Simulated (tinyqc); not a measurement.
# p-type polysilicon, carrier trapping at grain boundaries: two studies

One-dimensional grains of size Lg, uniform ionised doping N, monovalent traps Qt at each boundary at a depth Et below (for electrons) or above (for holes) the band edge there, abrupt depletion of width W on each side of a boundary, Boltzmann statistics. xi is the distance from the band edge at the grain centre to the Fermi level. Trapped charge Qt/(1 + exp((xi + VB - Et)/Vt)) = 2 N W, barrier VB = q N W^2/(2 eps0 eps_r).

Inputs (values chosen for the exercise); values of the order met in polycrystalline silicon: temperature T = 400 K; relative permittivity eps_r = 11.7; valence-band density of states at T NB = 4.08e19 cm^-3; grain size Lg = 92 nm; trap density of a grain boundary Qt = 3.7e12 cm^-2; depth of the trap level from the majority band edge at the boundary Et = 0.35 eV; mass for thermionic emission ms = 0.48 m0; correction factor of the emission rate fe = 1; mobility inside the grains mug = 220 cm^2/(V s); doping N = 2.8e18 cm^-3.

Constants: q = 1.602176634e-19 C, kB = 1.380649e-23 J/K, m0 = 9.1093837015e-31 kg, Vt = kB T/q, eps0 = 8.8541878128e-14 F/cm where lengths are in cm. Results are converted to the units shown.

Each table varies one quantity; the others keep the values above.

## Effect of the doping

If the trap equation with xi = Vt ln(NB/N) has a root W < Lg/2, the grain is partly depleted; otherwise W = Lg/2 and the trap equation gives xi = Et - VB + Vt ln(Qt/(N Lg) - 1). N* = Qt/Lg. n0 = NB exp(-xi/Vt); mean density n0 (1 - 2 W/Lg) by charge balance in a partly depleted grain, and n0 (sqrt(pi)/2) erf(u)/u with u = sqrt(VB/Vt) in a fully depleted one; v = sqrt(kB T/(2 pi ms m0)); barrier resistivity Vt exp(VB/Vt)/(q fe n0 v Lg); grain resistivity (1 - 2 W/Lg)/(q n0 mug); effective mobility 1/(q mean density total resistivity). Rows with xi above 0.45 V, towards mid-gap, are left out, since the other carrier type is ignored.

Effect of the doping:
```
N (cm^-3),N/N*,depleted share 2 W/Lg,VB (V),xi (V),mean density (cm^-3),resistivity (ohm cm),effective mobility (cm^2/(V s))
2e16,0.04973,1.000,0.03273,0.4190,1.625e14,62.76,612.1
4.1e16,0.1019,1.000,0.06709,0.3579,7.630e14,28.93,282.7
8.4e16,0.2089,1.000,0.1374,0.2585,9.986e15,12.44,50.24
1.7e17,0.4227,0.8121,0.1834,0.1889,3.195e16,6.315,30.94
3.5e17,0.8703,0.5706,0.1865,0.1640,1.503e17,3.365,12.34
7.1e17,1.765,0.3953,0.1815,0.1396,4.294e17,1.447,10.05
1.4e18,3.481,0.2605,0.1554,0.1162,1.035e18,0.3531,17.07
2.9e18,7.211,0.1377,0.08992,0.09114,2.501e18,0.03286,75.95
6e18,14.92,0.06697,0.04403,0.06608,5.598e18,0.007530,148.1
1.2e19,29.84,0.03351,0.02204,0.04218,1.160e19,0.003109,173.1
```

What does the table show?

As N goes from 2e16 to 1.2e19, VB goes from 0.0327 through a maximum of 0.186 (at N = 3.5e17 among the rows listed) to 0.0220 V, the resistivity falls from 62.8 to 0.00311 ohm cm and the effective mobility goes from 612 through a minimum of 10.0 (at N = 7.1e17 among the rows listed) to 173 cm^2/(V s). The steepest fall of the resistivity among the rows, as N^(-3.3), lies between N = 1.4e18 and 2.9e18 cm^-3; N* = 4.02e17 cm^-3. While the grain is fully depleted VB grows as N; once the traps are full it falls as 1/N. For N = 6e18, 1.2e19 xi is under 2.5 Vt, where Boltzmann statistics begin to fail. For N = 2e16, 1.2e19 VB is below Vt, where abrupt depletion and thermionic emission are rough. For N = 8.4e16, 1.7e17 the grain is near the changeover between partial and full depletion, within a few Debye lengths, where both limits are rough. For N = 2e16, 4.1e16 the effective mobility exceeds mug, since drift through the depleted part of the grain is left out.

## Effect of the trap density of a grain boundary

Same model as above.

N* = Qt/Lg.

The same in every row: xi (V) = 0.09235.

Result of one run:
```
Qt (cm^-2),N/N*,depleted share 2 W/Lg,VB (V),mean density (cm^-3),resistivity (ohm cm),effective mobility (cm^2/(V s))
9.7e11,26.56,0.03763,0.006487,2.695e18,0.01200,193.0
```

What becomes of these results when the trap density of a grain boundary Qt is changed from 9.7e11 to 8e12 cm^-2, all else the same?

Result of the changed run:
```
Qt (cm^-2),N/N*,depleted share 2 W/Lg,VB (V),mean density (cm^-3),resistivity (ohm cm),effective mobility (cm^2/(V s))
8e12,3.220,0.2221,0.2259,2.178e18,1.317,2.176
```

The whole series:
```
Qt (cm^-2),N/N*,depleted share 2 W/Lg,VB (V),mean density (cm^-3),resistivity (ohm cm),effective mobility (cm^2/(V s))
2e11,128.8,0.007760,2.759e-4,2.778e18,0.01193,188.3
3.4e11,75.76,0.01319,7.972e-4,2.763e18,0.01191,189.7
5.7e11,45.19,0.02211,0.002241,2.738e18,0.01190,191.6
9.7e11,26.56,0.03763,0.006487,2.695e18,0.01200,193.0
1.6e12,16.10,0.06205,0.01764,2.626e18,0.01261,188.4
2.8e12,9.200,0.1084,0.05384,2.496e18,0.01792,139.5
4.7e12,5.481,0.1762,0.1423,2.307e18,0.1240,21.82
8e12,3.220,0.2221,0.2259,2.178e18,1.317,2.176
```

As Qt goes from 2e11 to 8e12, VB rises from 2.76e-4 to 0.226 V, the resistivity goes from 0.01193 through a minimum of 0.01190 (at Qt = 5.7e11 among the rows listed) to 1.317 ohm cm and the effective mobility goes from 188 through a maximum of 193 (at Qt = 9.7e11 among the rows listed) to 2.18 cm^2/(V s). For Qt = 2e11, 3.4e11, 5.7e11, 9.7e11, 1.6e12 VB is below Vt, where abrupt depletion and thermionic emission are rough.

tinyqc, about 0.01 s, one thread, Intel Xeon 2.30GHz (shared host): `OMP_NUM_THREADS=1 python tinyqc.py 2830048 2830049 out.jsonl`
